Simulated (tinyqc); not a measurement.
X-ray photoelectron analysis of a thin oxide on a semiconductor: attenuation lengths, thickness, angle series and band offsets: one step, computed by the program tinyqc.

The same element is seen in the oxide and in the substrate, at nearly the same kinetic energy; films are flat and uniform, and the work function is ignored.

Task: Peak ratio. R_0 = (rho_o/M_o) L_o/((rho_s/M_s) L_s); peak ratio R = I_ox/I_sub = R_0 [exp(d/(L_o cos theta)) - 1]; hence d = L_o cos theta ln(1 + R/R_0). A carbon layer weakens both peaks alike, by exp(-d_C/(L_o cos theta)) if its L is taken equal to L_o. This R_0 leaves out intrinsic losses from the substrate peak, so calibrated values can be larger.

Inputs (values chosen for the exercise, modelled on SiO2 on silicon):

| quantity | value | unit |
|---|---|---|
| oxide density | 2.2 | g/cm^3 |
| oxide formula mass | 60.08 | g/mol |
| substrate density | 2.33 | g/cm^3 |
| substrate formula mass | 28.09 | g/mol |
| oxide thickness d | 2.4 | nm |
| emission angle from the normal | 0 | degrees |
| carbon overlayer | 0.28 | nm |

L in the oxide = 4.706297 nm

L in the substrate = 3.741940 nm

Give: R_0; d/(L_o cos theta); ratio R; oxide share of the counts; attenuation by carbon; depth 3 L_o cos theta.

Result:

R_0 = 0.55523

d/(L_o cos theta) = 0.50996

ratio R = 0.36935

oxide share of the counts = 0.26972

attenuation by carbon = 0.94224

depth 3 L_o cos theta = 14.119 nm
